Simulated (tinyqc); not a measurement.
# Adsorption as a lattice gas: isotherms with interactions, competition, desorption peaks and saturation dose, step by step

A worked calculation. Computed by tinyqc, a small Python program that keeps every step. Command: `OMP_NUM_THREADS=1 python tinyqc.py 3014730 3014731 out.jsonl adsorb walk`. One thread of a shared host (Intel(R) Xeon(R) Processor @ 2.30GHz), about 0.2 s of CPU time with the checks. Intermediate numbers are printed to about 7 digits and carried at full precision; extremes and crossings named in words are read from the listed rows.

One adsorbate per site; a molecule needs 1 empty site. Gas and surface have the same temperature.

Inputs (values chosen for the exercise, for a model surface):
```
quantity,value,unit
desorption energy E,2.13,eV
prefactor nu,1.5e+13,1/s
pair energy w (positive repels),0.023,eV
neighbours z,3,-
site density N_s,14,1/nm^2
molecular mass M,224,u
sticking coefficient s0,0.065,-
temperature T,786,K
pressure p,0.0013,Pa
"blocking by a second gas, K_B p_B",0.14,-
heating rate beta,5.6,K/s
aspect ratio a (depth over diameter) of a hole,40,-
```

Adsorption: molecular (first order).

Constants: u = 1.6605390666e-27 kg; k_B = 1.380649e-23 J/K; k_B = 8.617333262e-05 eV/K.

## Flux and the Langmuir coverage

Flux F = p/sqrt(2 pi M k_B T); k_d = nu exp(-E/(k_B T)); s0 F (1 - theta) = N_s k_d theta, so y = s0 F/(N_s k_d), theta = y/(1 + y). With a second gas on the same sites theta = y/(1 + y + K_B p_B).

flux F = 8.163040 1/(nm^2 s)

k_d = 0.3301240 1/s

y = 0.1148048

Langmuir coverage = 0.1029820

coverage with the second gas = 0.09149218

## Coverage with interactions

With u = w/(k_B T). Mean field: theta/(1 - theta) = y exp(-z u theta). Quasi-chemical: theta/(1 - theta) = y [(r - 1 + 2 theta)(1 - theta)/((r + 1 - 2 theta) theta)]^(-z/2) exp(-z u/2), r = sqrt(1 - 4 theta (1 - theta)(1 - exp(-u))).

u = 0.3395724

coverage, mean field = 0.09442895

coverage, quasi-chemical = 0.09532956

Repulsion lowers the coverage from 0.1030. Both theories put half coverage at ln y = z u/2 = 0.509; here ln y = -2.165.

## Isotherms

The formulas are those given above.

Coverage; the first column is ln y - z u/2:
```
ln y - z u/2,no interaction,mean field,quasi-chemical
-5.0,0.0110891,0.0109672,0.0109850
-3.0,0.0765169,0.0715245,0.0721013
-2.0,0.1838255,0.1605435,0.1623883
-1.0,0.3797425,0.3088901,0.3114244
-0.5,0.5023396,0.4014156,0.4030543
0.0,0.6246561,0.5000000,0.5000000
0.5,0.7328946,0.5985844,0.5969457
1.0,0.8189661,0.6911099,0.6885756
2.0,0.9247953,0.8394565,0.8376117
3.0,0.9709529,0.9284755,0.9278987
5.0,0.9959676,0.9890328,0.9890150
```

At half coverage the slope d theta/d ln y is 1/4 without interaction, 1/(4 + z u) = 0.199 in mean field and 0.196 in the pair theory, 1/[4 + 2 z (exp(u/2) - 1)]. Repulsion spreads the filling over a wider range of pressure; the two theories differ by at most 0.0025 in these rows.

## Desorption peak without interaction

The peak obeys E/(k_B T_p^2) = (nu/beta) exp(-E/(k_B T_p)) exactly. Redhead's shortcut, with the constant 3.46 (3.64 is also in use), reads E back as k_B T_p [ln(nu' T_p/beta) - 3.46], nu' = nu.

peak temperature T_p = 776.9931 K

E by Redhead's shortcut = 2.129989 eV

The shortcut misses by 0.00 %, since 3.46 stands for ln(E/(k_B T_p)) = 3.46. A prefactor wrong by a factor 100 would shift E by 0.308 eV.

## Peak against initial coverage

Heating at the rate beta: d theta/dT = -(nu/beta) theta^1 exp(-[E - z w theta]/(k_B T)). Integrated numerically (relative tolerance 1e-9); T_p is the maximum of the rate.

Peak temperatures (K):
```
theta_0,w = 0,with w
0.1,776.9931,775.1152
0.3,776.9931,771.3398
0.5,776.9931,767.5373
0.7,776.9931,763.7068
0.9,776.9931,759.8475
```

Without interaction the peak does not move; with w it moves by -15.3 K, so repulsion in first order mimics second-order kinetics.

## Dose to saturate, flat and in a hole

Without desorption or interaction, 99 % coverage needs the time (N_s/(s0 F)) ln 100. For a round hole of aspect ratio a in molecular flow with unit sticking (Gordon), the time is N_s/F x [1 + (19/4) a + (3/2) a^2]. The larger of the two times is a rough guide.

time on a flat surface = 121.5090 s

time for the hole = 4443.687 s

The hole is limited by transport: for deep holes the dose grows as a^2. Caution: with k_d = nu exp(-E/(k_B T)) of these inputs desorption is not negligible over the time on a flat surface, so without interaction 99 % coverage is not reached.

Checks made by the program: quasi-chemical form at low coverage and at the symmetry point (relative difference 1e-07); T_p against the integrated rate equation (relative difference 3e-09).
